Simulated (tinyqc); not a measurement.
# A and C from the efficiency peak

Question. ABC model of an LED: J = q da (A n + Ba n^2 + Ca n^3), IQE = Ba n^2/(A n + Ba n^2 + Ca n^3), differential lifetime 1/(A + 2 Ba n + 3 Ca n^2). The peak lies at n = sqrt(A/Ca). Given Ba, find n at the peak, A and Ca.

Values chosen for this exercise:

| symbol | value | unit | meaning |
|---|---|---|---|
| Ba | 5.4e-10 | cm^3/s | radiative coefficient of the active layer |
| da | 33 | nm | thickness of the active layer |

Constants: q = 1.602176634e-19 C. Results are converted to the units shown.

peak IQE = 99.668798 %
J at the peak = 18.824293 A/cm^2

Solution. IQE J = q da Ba n^2 gives n. At the peak A n = Ca n^3, each being half of the non-radiative rate Ba n^2 (1/IQE - 1).

n at the peak = 2.563e17 cm^-3
A = 2.300e5 1/s
Ca = 3.500e-30 cm^6/s

tinyqc, about 0.01 s, one thread, Intel Xeon 2.30GHz (shared host): `OMP_NUM_THREADS=1 python tinyqc.py 2300016 2300017 out.jsonl`
